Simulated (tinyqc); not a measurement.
Free and trapped electrons in a MOS channel with a dense trap tail: one step of the calculation.

p-type body, charge-sheet picture, full ionisation (an idealisation for deep acceptors), Boltzmann statistics for free electrons. e = Ec - EF at the surface. Acceptor-like traps of density D(E) = D0 + De exp(-E/Ew) at depth E below Ec, from 0 to Eu, hold n_t = integral of D(E)/(1 + exp((e - E)/Vt)). psi = Eg - Vt ln(Nv/Na) - e; N_dep = sqrt(2 eps0 eps_r Na (psi - Vt)/q); n_f = sqrt(N_dep^2 + 2 eps0 eps_r Vt Nc exp(-e/Vt)/q) - N_dep; Vg = Vfb + psi + q (N_dep + n_t + n_f)/Cox, Cox = eps0 eox/tox.

Task. Trapped charge. Trapezoid rule on 14 equal steps from 0 to Eu, f = 1/(1 + exp((e - E)/Vt)).

Parameters, values chosen for the exercise; band and dielectric values close to those of 4H silicon carbide: temperature T = 300 K; constant background density of acceptor-like traps D0 = 1.8e10 cm^-2 eV^-1; density of the tail at the conduction edge De = 5.3e12 cm^-2 eV^-1; decay energy of the tail Ew = 0.13 eV; depth below Ec down to which the traps reach Eu = 0.75 eV; Ec - EF at the surface e = 0.146 eV.

Constants: q = 1.602176634e-19 C, kB = 1.380649e-23 J/K, Vt = kB T/q. Results are converted to the units shown.

Find: E; D(E) f; n_t.

Result.

| point | E (eV) | D(E) f (cm^-2 eV^-1) |
|---|---|---|
| 0 | 0 | 1.869e10 |
| 1 | 0.05357 | 9.612e10 |
| 2 | 0.1071 | 4.263e11 |
| 3 | 0.1607 | 9.946e11 |
| 4 | 0.2143 | 9.685e11 |
| 5 | 0.2679 | 6.870e11 |
| 6 | 0.3214 | 4.646e11 |
| 7 | 0.3750 | 3.141e11 |
| 8 | 0.4286 | 2.141e11 |
| 9 | 0.4821 | 1.479e11 |
| 10 | 0.5357 | 1.040e11 |
| 11 | 0.5893 | 7.497e10 |
| 12 | 0.6429 | 5.573e10 |
| 13 | 0.6964 | 4.299e10 |
| 14 | 0.7500 | 3.455e10 |

n_t = 2.474e11 cm^-2

tinyqc, about 0.02 s, one thread, Intel Xeon 2.30GHz (shared host): `OMP_NUM_THREADS=1 python tinyqc.py 2222177 2222178 out.jsonl`
